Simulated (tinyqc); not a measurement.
Inside a calculation. Model: p-type polysilicon, carrier trapping at grain boundaries.

Computed by the program tinyqc: `OMP_NUM_THREADS=1 python tinyqc.py 2830207 2830208 out.jsonl`, one thread of a shared Intel Xeon 2.30GHz, about 0.01 s for the whole run. Printed values are rounded.

One-dimensional grains of size Lg, uniform ionised doping N, monovalent traps Qt at each boundary at a depth Et below (for electrons) or above (for holes) the band edge there, abrupt depletion of width W on each side of a boundary, Boltzmann statistics. xi is the distance from the band edge at the grain centre to the Fermi level. Trapped charge Qt/(1 + exp((xi + VB - Et)/Vt)) = 2 N W, barrier VB = q N W^2/(2 eps0 eps_r).

Values chosen for this exercise; values of the order met in polycrystalline silicon:
```
symbol    value        unit                                                              meaning
T           350           K                                                          temperature
eps_r      11.7                                                            relative permittivity
NB      3.34e19       cm^-3                                  valence-band density of states at T
Lg           58          nm                                                           grain size
Qt       5.8e11       cm^-2                                     trap density of a grain boundary
Et         0.39          eV  depth of the trap level from the majority band edge at the boundary
ms         0.43          m0                                         mass for thermionic emission
fe         0.12                                           correction factor of the emission rate
mug         150  cm^2/(V s)                                           mobility inside the grains
N        4.4e17       cm^-3                                                               doping
```

Constants: q = 1.602176634e-19 C, kB = 1.380649e-23 J/K, m0 = 9.1093837015e-31 kg, Vt = kB T/q, eps0 = 8.8541878128e-14 F/cm where lengths are in cm. Results are converted to the units shown.

Range of the model: VB is below Vt, where abrupt depletion and thermionic emission are rough.

## Starting value

W = 4 nm.

W at the start = 4 nm

## Iteration 1: new W

Partly depleted grain, xi = Vt ln(NB/N): f = 1/(1 + exp((xi + VB - Et)/Vt)), g = Qt f - 2 N W, g' = -2 Qt f (1 - f) VB/(W Vt) - 2 N, W(new) = W - g/g'.

VB = 0.00544400 V
f = 0.999780
g = 2.27872e11 cm^-2
g' = -8.80115e10 cm^-2/nm
W after iteration 1 = 6.58912 nm

## Iteration 2: new W

As before.

VB = 0.0147725 V
f = 0.999700
g = -1.64423e7 cm^-2
g' = -8.80259e10 cm^-2/nm
W after iteration 2 = 6.58893 nm

## Course of the iteration

Stop when the step is below 1e-10 nm, or after 40 iterations.

Course of the iteration:
```
iteration  W before the step (nm)  step (nm)
1                               4       2.59
2                         6.58912   -1.87e-4
3                         6.58893  -1.54e-12
```

Converged in 3 iterations.

## Depletion width, Fermi level and barrier

If the trap equation with xi = Vt ln(NB/N) has a root W < Lg/2, the grain is partly depleted; otherwise W = Lg/2 and the trap equation gives xi = Et - VB + Vt ln(Qt/(N Lg) - 1). N* = Qt/Lg.

N* = 1e17 cm^-3
W = 6.58893 nm
xi = 0.130582 V
VB = 0.0147716 V
share of traps filled = 0.999700

N is 4.40 N*, and the grain is partly depleted; VB = 0.490 Vt.

## Resistivity and effective mobility

n0 = NB exp(-xi/Vt); mean density n0 (1 - 2 W/Lg) by charge balance in a partly depleted grain, and n0 (sqrt(pi)/2) erf(u)/u with u = sqrt(VB/Vt) in a fully depleted one; v = sqrt(kB T/(2 pi ms m0)); barrier resistivity Vt exp(VB/Vt)/(q fe n0 v Lg); grain resistivity (1 - 2 W/Lg)/(q n0 mug); effective mobility 1/(q mean density total resistivity).

n0 = 4.4e17 cm^-3
mean density = 3.40030e17 cm^-3
v = 4.43105e6 cm/s
barrier resistivity = 0.226393 ohm cm
grain resistivity = 0.0730820 ohm cm
resistivity = 0.299475 ohm cm
effective mobility = 61.2931 cm^2/(V s)

The resistivity is 3.17 times that of a single crystal with the same N and mobility mug, and the mean density is 77.3 % of N.
